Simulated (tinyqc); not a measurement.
Bandgap voltage reference from two bipolar transistors: effect of the output resistor at T0.

Two transistors of area 1 and N carry the same current I. Is(T) = Is (T/T0)^eta exp[(Vg0 q/kB)(1/T0 - 1/T)], VBE1 = Vt ln(I/Is(T)) + I rb, VBE2 = Vt ln(I/(N Is(T))) + I rb/N. The amplifier forces I R1(T) = VBE1 - VBE2 + Vos, with R(T) = R (1 + tc (T - T0)) for both resistors, and the output is Vref = VBE1 + I R2(T). Base currents and the Early effect are neglected.

Vt = kB T/q; I = (Vt ln N + Vos)/(R1(T) - rb (1 - 1/N)). Box coefficient: span of Vref between 233 and 398 K over its average over T and over 165 K. The last column is the R2 that gives zero slope at T0.

Inputs (values chosen for the exercise); values of the order met in silicon bipolar transistors: reference temperature T0 = 298 K; band-gap voltage extrapolated to 0 K Vg0 = 1.15 V; temperature exponent of the saturation current eta = 4.4; saturation current of the unit transistor at T0 Is = 2.6e-18 A; area ratio of the second transistor N = 8; resistor across which the difference of VBE falls, at T0 R1 = 6.7 kohm; temperature coefficient of both resistors tc = 0 ppm/K; offset of the amplifier Vos = 2.8 mV; series resistance of the unit transistor rb = 0 ohm.

Constants: q = 1.602176634e-19 C, kB = 1.380649e-23 J/K. Results are converted to the units shown.

Effect of the output resistor at T0:

| R2 (kohm) | I at T0 (uA) | Vref at T0 (V) | slope at T0 (uV/K) | box coefficient (ppm/K) | R2 for zero slope (kohm) |
|---|---|---|---|---|---|
| 57.6 | 8.388 | 1.223 | -133.8 | 120.7 | 62.60 |
| 59.47 | 8.388 | 1.238 | -83.82 | 78.60 | 62.60 |
| 61.35 | 8.388 | 1.254 | -33.54 | 40.41 | 62.60 |
| 62.6 | 8.388 | 1.265 | -0.1068 | 21.38 | 62.60 |
| 63.86 | 8.388 | 1.275 | 33.59 | 23.91 | 62.60 |
| 65.73 | 8.388 | 1.291 | 83.61 | 54.44 | 62.60 |
| 67.61 | 8.388 | 1.307 | 133.9 | 92.19 | 62.60 |

As R2 goes from 57.6 to 67.61, Vref rises from 1.223 to 1.307 V and the box coefficient goes from 121 through a minimum of 21.4 (at R2 = 62.6 among the rows listed) to 92.2 ppm/K. One per cent in R2 moves the slope by 16.7 uV/K.

Numbers from tinyqc (`OMP_NUM_THREADS=1 python tinyqc.py 2062140 2062141 out.jsonl`; about 0.03 s on one thread of a shared Intel Xeon 2.30GHz).
